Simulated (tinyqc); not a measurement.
## Area and perimeter leakage from two diodes

Inverse problem. A square diode and a finger diode leak I = JA area + JP perimeter. Find JA, JP and the side of the square at which both parts are equal.

areas (um^2): [90000, 112000]
perimeters (um): [1200, 22960]
leakage currents (pA): [1.533, 19.510400]

Solution. Two linear equations give JA and JP; for a square of side a, JA a^2 = 4 JP a at a = 4 JP/JA.

JA = 6.10e-10 A/cm^2
JP = 8.20e-12 A/cm
side for equal parts = 538 um

Program tinyqc, `OMP_NUM_THREADS=1 python tinyqc.py 2290028 2290029 out.jsonl`; Intel Xeon 2.30GHz, shared host, one thread, about 0.01 s.
